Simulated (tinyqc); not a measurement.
Front-illuminated p-i-n photodiode, quantum efficiency and bandwidth: efficiency and bandwidth against the thickness of the depleted layer.

Light enters through a p layer (0 to xp), a depleted layer (xp to xp + wi) and a thick n substrate, decaying as exp(-al x); one pass, no back reflection. Carriers made in the depleted layer are all collected; those in the neutral layers diffuse.

k = al Ln, s = S Ln/Dn, e = exp(-al xp); front layer f1 = (k/(k^2 - 1)) {[s + k - e (s cosh(xp/Ln) + sinh(xp/Ln))]/[s sinh(xp/Ln) + cosh(xp/Ln)] - k e}; depleted layer f2 = e (1 - exp(-al wi)); substrate f3 = e exp(-al wi) al Lp/(1 + al Lp); external efficiency (1 - Rf)(f1 + f2 + f3); responsivity = efficiency q lam/(h c). Drift response for pairs made in the depleted layer, a = al wi, g = 1 - exp(-a), u = 2 pi i f, te = wi/ve, th = wi/vh: electrons He = [g - a (exp(-a) - exp(-u te))/(u te - a)]/(u te g), holes Hh = [g - a (1 - exp(-a - u th))/(a + u th)]/(u th g); C = eps0 eps_r pi (dia/2)^2/wi + Cp; total |He + Hh|/sqrt(1 + (2 pi f RL C)^2), for the current of the depleted layer alone. Limits are the frequencies at which each factor falls to 1/sqrt(2); inverse-square sum (f_transit^-2 + f_RC^-2)^(-1/2); the diffusion currents f1 and f3 are left out of the bandwidth.

Inputs (values chosen for the exercise); values close to those of In0.53Ga0.47As at this wavelength:
- lam = 1550 nm (wavelength)
- al = 7260 1/cm (absorption coefficient)
- Rf = 0.02 (reflectance of the front face)
- eps_r = 13.7 (relative permittivity)
- xp = 0.7 um (thickness of the front p layer)
- Dn = 110 cm^2/s (electron diffusion coefficient in the p layer)
- Ln = 0.37 um (electron diffusion length in the p layer)
- S = 100 cm/s (recombination velocity of the front surface)
- Lp = 27 um (hole diffusion length in the thick n substrate)
- ve = 7.09e6 cm/s (electron drift velocity)
- vh = 4.91e6 cm/s (hole drift velocity)
- dia = 18 um (diameter)
- RL = 50 ohm (load resistance)
- Cp = 20 fF (parasitic capacitance)

Constants: q = 1.602176634e-19 C, h = 6.62607015e-34 J s, c = 299792458 m/s, eps0 = 8.8541878128e-14 F/cm where lengths are in cm. Results are converted to the units shown.

Efficiency and bandwidth against the thickness of the depleted layer:
columns A: wi (um); B: f2; C: f1 + f3; D: responsivity (A/W); E: transit limit (GHz); F: RC limit (GHz); G: 3 dB bandwidth (GHz); H: inverse-square sum (GHz); I: bandwidth x (1 - Rf) f2 (GHz)
```
A            B       C       D      E      F      G      H       I
0.068  0.02898  0.7351  0.9361  460.8  6.716  6.715  6.716  0.1907
0.11   0.04617  0.7187  0.9371  285.5  10.59  10.58  10.58  0.4787
0.19   0.07751  0.6889  0.9390  165.9  17.45  17.31  17.35   1.315
0.32    0.1247  0.6440  0.9418  99.13  27.33  26.02  26.35   3.180
0.54    0.1951  0.5770  0.9460  59.35  41.25  32.52  33.87   6.219
0.91    0.2909  0.4859  0.9517  35.80  59.03  29.45  30.61   8.394
1.5     0.3991  0.3829  0.9581  22.22  78.44  21.07  21.38   8.239
2.6     0.5105  0.2769  0.9647  13.23  99.87  13.07  13.11   6.536
4.3     0.5751  0.2155  0.9686  8.165  117.1  8.137  8.145   4.586
```

As wi goes from 0.068 to 4.3, the responsivity rises from 0.936 to 0.969 A/W and the bandwidth goes from 6.72 through a maximum of 32.5 (at wi = 0.54 among the rows listed) to 8.14 GHz. The RC limit is the lower one for wi = 0.068, 0.11, 0.19, 0.32, 0.54, the transit limit elsewhere. Adding inverse squares of the two limits is within 4.1 % of the full result. The product of bandwidth and fast efficiency goes from 0.191 through a maximum of 8.39 (at wi = 0.91 among the rows listed) to 4.59 GHz. In every row the diffusion currents exceed 0.3 of the drift current; their own response times, left out, may then shape the whole response.

Program tinyqc, `OMP_NUM_THREADS=1 python tinyqc.py 2250106 2250107 out.jsonl`; Intel Xeon 2.30GHz, shared host, one thread, about 0.01 s.
